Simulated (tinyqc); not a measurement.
Worked calculation: extended Hueckel theory, for H3+. The parameters take no account of the charge, which enters only through the electron count. One step of it, computed by the program tinyqc.

Question. Wolfsberg-Helmholz matrix. H_ij = K' S_ij (H_ii + H_jj)/2 for i != j (the diagonal keeps H_ii), with K' = K + D^2 + D^4 (1 - K), D = (H_ii - H_jj)/(H_ii + H_jj), K = 1.75.

overlap S, order 1H 1s, 2H 1s, 3H 1s:
$$\begin{pmatrix}
1.000000 & 0.478353 & 0.478441 \\
0.478353 & 1.000000 & 0.478441 \\
0.478441 & 0.478441 & 1.000000
\end{pmatrix}$$

diagonal H_ii (eV): 1H 1s -13.600000, 2H 1s -13.600000, 3H 1s -13.600000

K = 1.750000

Give: H.

Answer.

H (eV), order 1H 1s, 2H 1s, 3H 1s:
$$\begin{pmatrix}
-13.6000 & -11.3848 & -11.3869 \\
-11.3848 & -13.6000 & -11.3869 \\
-11.3869 & -11.3869 & -13.6000
\end{pmatrix}$$
